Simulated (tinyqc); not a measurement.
Thin-film optics by transfer matrices, step by step. Values are carried at full precision from step to step, so a last printed digit may differ when a step is redone from the rounded ones.

Indices N = n + i k. Snell: N0 sin(theta) = N_j sin(theta_j), with Im(N_j cos theta_j) >= 0. Admittance y_j = N_j cos theta_j for s and N_j/cos theta_j for p. Phase delta_j = 2 pi N_j cos theta_j d_j/lambda. Layer matrix [[cos delta, -i sin delta/y], [-i y sin delta, cos delta]], multiplied from the top down to M. (B, C) = M (1, y_sub); r = (y0 B - C)/(y0 B + C), R = |r|^2, T = 4 Re y0 Re y_sub/|y0 B + C|^2, absorbed in the films 1 - R - T.

Inputs chosen for the exercise (indices near those of polySi, SiO2 on Si; not measured data):
- lam = 193 nm (vacuum wavelength)
- n0 = 1 (ambient index)
- n = (0.982, 1.594, 0.885) (n of polySi, SiO2, substrate)
- k = (2.23, 0, 2.881) (k in the same order)
- d = (66, 4.1) nm (thicknesses, top first)
- theta = 65 degrees (angle of incidence)
- pol = s (polarisation)

## Angles, admittances and phases

Form cos theta_j, y_j and delta_j.

cos theta_j: ambient 0.4226, film 1 1.0468+0.0487i, film 2 0.8226, substrate 1.0370+0.0245i

y_j: ambient 0.422618, film 1 0.919250+2.382224i, film 2 1.311275, substrate 0.847255+3.009347i

delta_j (rad): film 1 1.975151+5.118575i, film 2 0.175025

## Layer matrices and their product

Form each matrix and multiply from the top down.

matrix of film 1:
```
,1,2
1,-32.8713-76.8082i,-32.6997+1.1795i
2,152.7725-148.9122i,-32.8713-76.8082i
```

matrix of film 2:
```
,1,2
1,0.9847,-0.1328i
2,-0.2283i,0.9847
```

M:
```
,1,2
1,-32.09978-68.16819i,-42.39993+5.52665i
2,132.90045-139.13141i,-52.14412-95.92236i
```

Each matrix has determinant 1, and so has M.

## Reflection and transmission

Close the stack on the substrate.

B, C: -84.6550-191.0818i  377.3848-377.3219i

r = -0.8483-0.2693i
R = 0.7921
T into the substrate = 0.0000
absorbed in the films = 0.2079

The bare substrate would reflect 0.8658.

## Ellipsometric angles

Ellipsometry: rho = tan(Psi) exp(i Delta) = -conj(r_p/r_s) with the r of the admittance formula, Delta in 0 to 360 degrees, so that a bare dielectric at small angles gives Delta = 180.

Repeat the steps for both polarisations.

r_s = -0.8483-0.2693i
r_p = 0.0121-0.6196i
Psi = 34.85 degrees
Delta = 106.50 degrees

## Checks

- R against the recursion of Airy sums from the substrate up: both 0.79213.

Program tinyqc; command `OMP_NUM_THREADS=1 python tinyqc.py 1681276 1681277 out.jsonl`; about 0.01 s on one thread of a shared Intel(R) Xeon(R) Processor @ 2.30GHz.
